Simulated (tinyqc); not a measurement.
Wavelength: periodic multilayer mirror for extreme ultraviolet light.

s polarisation, vacuum above. q_j = sqrt(N_j^2 - sin^2 theta); interface r_jk = (q_j - q_k)/(q_j + q_k) exp(-2 (2 pi/lam)^2 q_j q_k sg^2) (Nevot-Croce; sg = 0 if not given); phase factor of a layer x_j = exp(4 pi i q_j d_j/lam). Each period has the spacer (thickness (1 - Gm) L) on top of the absorber (Gm L). In this recursion R is the amplitude; R in tables and results is the reflectance, its squared modulus. The substrate is of the spacer material. Starting with R = 0 in it, each interface upward gives R -> (r + R x)/(1 + r R x), x that of the layer below the interface (1 for the substrate).

Parameters, chosen for this exercise (optical constants near those of Mo and Si at 13.5 nm; the results hold for these values, not for the real material):
- dA = (0.0736, 0.0068) (delta and beta of the absorber, N = 1 - delta + i beta)
- dS = (0.001, 0.0019) (delta and beta of the spacer and the substrate)
- L = 6.94 nm (period)
- Gm = 0.45 (absorber share of the period)
- theta = 6 degrees (angle from the normal)
- sg = 0.3 nm (interface roughness)
- Np = 50 (periods)

The optical constants are held fixed.

Reflectance:

| lam (nm) | R |
|---|---|
| 12.9 | 0.154 |
| 13.0 | 0.279 |
| 13.1 | 0.505 |
| 13.2 | 0.617 |
| 13.3 | 0.673 |
| 13.4 | 0.699 |
| 13.5 | 0.699 |
| 13.6 | 0.635 |
| 13.7 | 0.315 |
| 13.8 | 0.156 |
| 13.9 | 0.119 |
| 14.0 | 0.037 |
| 14.1 | 0.078 |
| 14.2 | 0.030 |
| 14.3 | 0.024 |

What does the comparison show, and why?

The largest value listed is 0.699 at 13.4 nm, against lam_B = 2 L Re(mean q) = 13.334 nm; the peak lies on the long side, where the nodes of the standing wave fall in the absorber. R exceeds half of that from 13.1 to 13.6 nm of the wavelengths listed, at least 3.7 % of the wavelength; a chain of ten mirrors narrows it, since R^10 falls to half where R has lost only 7 %.

(tinyqc, `OMP_NUM_THREADS=1 python tinyqc.py 1680146 1680147 out.jsonl`, Intel(R) Xeon(R) Processor @ 2.30GHz, 1 thread, shared host, about 0.01 s.)
